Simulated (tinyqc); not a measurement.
# Worked calculation: MOS inversion layer, Poisson-Schroedinger loop

Numbers from tinyqc (`OMP_NUM_THREADS=1 python tinyqc.py 2160138 2160139 out.jsonl`; about 0.8 s on one thread of a shared Intel Xeon 2.30GHz). Printed values are rounded.

Electrons confined at an insulator interface at z = 0, treated as a hard wall; parabolic valleys, Hartree approximation, no image or exchange terms. The depletion charge lies far deeper than the electrons and gives a uniform field q Nd/(eps0 eps_r); the gate balances all charge. Energies are counted from the band edge at the interface.

Parameters, values chosen for the exercise; masses and permittivity close to those of germanium (100):
- T = 300 K (temperature)
- eps_r = 16.2 (relative permittivity)
- mz1 = 0.121 m0 (mass along z of valley set A (4 valley(s)))
- md1 = 0.293 m0 (in-plane density-of-states mass of set A)
- Ns = 1.4e13 cm^-2 (sheet density of electrons)
- Nd = 1e11 cm^-2 (sheet density of depletion charge)
- hz = 0.92 nm (mesh step)
- a = 0.3 (mixing factor)

Constants: q = 1.602176634e-19 C, kB = 1.380649e-23 J/K, hbar = 1.054571817e-34 J s, m0 = 9.1093837015e-31 kg, Vt = kB T/q, eps0 = 8.8541878128e-14 F/cm where lengths are in cm, hbar^2/(2 m0) = 0.0380998212 eV nm^2. Results are converted to the units shown.

## Fixed part of the potential

z, node 1 to 18 (nm): [0.92, 1.84, 2.76, 3.68, 4.6, 5.52, 6.44, 7.36, 8.28, 9.2, 10.12, 11.04, 11.96, 12.88, 13.8, 14.72, 15.64, 16.56]

V0 = q Nd z/(eps0 eps_r) in eV.

fixed potential V0, node 1 to 18 (eV): [0.0010276, 0.0020552, 0.0030829, 0.0041105, 0.0051381, 0.0061657, 0.0071934, 0.0082210, 0.0092486, 0.0102762, 0.0113039, 0.0123315, 0.0133591, 0.0143867, 0.0154144, 0.0164420, 0.0174696, 0.0184972]

## Round 1: levels and probability densities

self-consistent potential U at the start, node 1 to 18 (eV): [0, 0, 0, 0, 0, 0, 0, 0, 0, 0, 0, 0, 0, 0, 0, 0, 0, 0]

Tridiagonal Hamiltonian with psi = 0 one step beyond both ends: H_ii = C (1/m_(i-1/2) + 1/m_(i+1/2))/hz^2 + V0_i + U_i, H_(i,i+1) = -C/(m_(i+1/2) hz^2), C = hbar^2/(2 m0). The lowest 2 level(s) are kept, normalised to hz sum |psi|^2 = 1. The mass is the same on all intervals.

levels (eV): A1 0.0195025, A2 0.0501904

```
node  |psi|^2 of A1 (1/nm)  |psi|^2 of A2 (1/nm)
1                 0.004819              0.013408
2                 0.018331              0.046779
3                 0.038031              0.083400
4                 0.060532              0.105448
5                 0.082293              0.102683
6                 0.100253              0.076923
7                 0.112249              0.040577
8                 0.117210              0.010453
9                 0.115125              0.000072
10                0.106856              0.013991
11                0.093863              0.046392
12                0.077897              0.084088
13                0.060738              0.112264
14                0.043987              0.120386
15                0.028943              0.105938
16                0.016552              0.074841
17                0.007417              0.038747
18                0.001859              0.010568
```

## Round 1: Fermi level and occupations

Level k holds N_k = D_k Vt ln(1 + exp((EF - E_k)/Vt)) with D = 4 md1 m0 q/(pi hbar^2) per eV (spin included); EF is fixed by sum N_k = Ns.

EF = 0.0243964 eV
N_k (cm^-2): A1 1.00275e13, A2 3.97248e12

## Round 1: density, output potential and mixing

n_i = sum_k N_k |psi_k|^2 (converted to cm^-3). Hartree part by Gauss: on the interval before node i the electrons still beyond are S_i = Ns - hz sum_(j<i) n_j, and U_i = U_(i-1) + q S_i hz/(eps0 eps_r) in eV, U_0 = 0 at the interface. Mixing: U(new) = U + a (U(out) - U).

```
node  n (1e19 cm^-3)  U(out) (eV)  U after round 1 (eV)
1            0.10159      0.14387              0.043160
2            0.36965      0.28677              0.086032
3            0.71266      0.42619              0.127856
4            1.02587      0.55886              0.167658
5            1.23310      0.68184              0.204551
6            1.31087      0.79316              0.237947
7            1.28677      0.89208              0.267624
8            1.21685      0.97884              0.293652
9            1.15470      1.05410              0.316229
10           1.12708      1.11843              0.335530
11           1.12551      1.17212              0.351635
12           1.11515      1.21516              0.364548
13           1.05502      1.24766              0.374298
14           0.91931      1.27018              0.381055
15           0.71107      1.28402              0.385205
16           0.46328      1.29113              0.387339
17           0.22829      1.29386              0.388158
18           0.06062      1.29443              0.388330
```

## Course of the self-consistent loop

Start from U = 0. Stop when the largest |U(out) - U| is below 1e-7 eV, or after 60 rounds. From round 2 on: Anderson mixing of depth m keeps the last m inputs V and residuals F = V(out) - V(in), fits c by least squares to F = dF c over their successive differences dF, dV, and sets V(new) = V + a F - (dV + a dF) c. Here m = 3.

Course of the iteration:
```
round  level A1 (eV)    EF (eV)  largest |U(out) - U| (eV)
1          0.0195025  0.0243964                       1.29
2           0.203649   0.221318                      0.257
3           0.275709   0.293122                      0.152
4           0.383897   0.399660                     0.0199
5           0.386787   0.402626                     0.0137
6           0.392129   0.408144                    1.45e-3
7           0.392840   0.408865                    6.20e-4
8           0.393350   0.409385                    2.59e-4
9           0.393178   0.409211                    1.15e-4
10          0.393233   0.409268                    2.27e-5
11          0.393244   0.409278                    7.75e-6
12          0.393242   0.409277                    4.56e-6
13          0.393241   0.409276                    2.10e-6
14          0.393241   0.409276                    1.30e-6
15          0.393241   0.409276                    8.62e-7
16          0.393241   0.409276                    2.37e-7
17          0.393241   0.409276                    1.41e-7
18          0.393241   0.409276                    5.59e-8
```

Converged in 18 rounds.

## Converged levels, occupations and centroid

converged U, node 1 to 18 (eV): [0.143867, 0.264666, 0.344631, 0.390971, 0.416988, 0.432318, 0.442233, 0.449230, 0.454412, 0.458275, 0.461090, 0.463057, 0.464352, 0.465141, 0.465573, 0.465775, 0.465847, 0.465861]

Solve for the levels with V0 + U, find EF, n_i = sum_k N_k |psi_k|^2 (in cm^-3); share of each level N_k/Ns; centroid sum n z/sum n.

levels (eV): A1 0.393241, A2 0.483290
EF = 0.409276 eV
shares (%): A1 94.9800, A2 5.0200
n, node 1 to 18 (in units of 1e19 cm^-3): [2.44011, 4.31907, 3.55667, 2.14961, 1.13038, 0.57288, 0.30852, 0.19203, 0.13951, 0.11085, 0.08978, 0.07098, 0.05352, 0.03778, 0.02437, 0.01373, 0.00609, 0.00152]
centroid = 2.97908 nm

An 800-node mesh to 28 nm with 8 levels a set gives A1 = 0.3982 eV, EF = 0.4140 eV and a centroid of 3.194 nm; the levels kept above hold 98.0 % of the electrons there. The coarse centroid is 6.7 % below the fine one.

## Closed-form estimates

Triangular well: E_k = a_k (C F^2/mz)^(1/3), a_1 = 2.338107, a_2 = 4.087949, C = hbar^2/(2 m0), F in eV/nm. Fang-Howard (all electrons in the lowest level of set A): b^3 = 6 (mz1/C) q (Nd + 11 Ns/32)/(eps0 eps_r), centroid 3/b, level C b^2/(4 mz1) + (3/b) q (Nd + 11 Ns/16)/(eps0 eps_r). Use F = q (Nd + Ns)/(eps0 eps_r), the surface field, and F = q (Nd + Ns/2)/(eps0 eps_r).

A1 with the surface field = 0.463896 eV
A1 with Nd + Ns/2 = 0.293616 eV
A2 with Nd + Ns/2 = 0.513359 eV
b = 1.01497 1/nm
Fang-Howard centroid = 2.95574 nm
Fang-Howard level = 0.402166 eV

Against the self-consistent A1 = 0.3982 eV on a fine mesh, the surface-field estimate is 16 % above it, the half-charge one 26 % below it and Fang-Howard 0.99 % above it. A1 holds 94.3 % of the electrons, and the Fang-Howard centroid is 7.4 % below the full one.
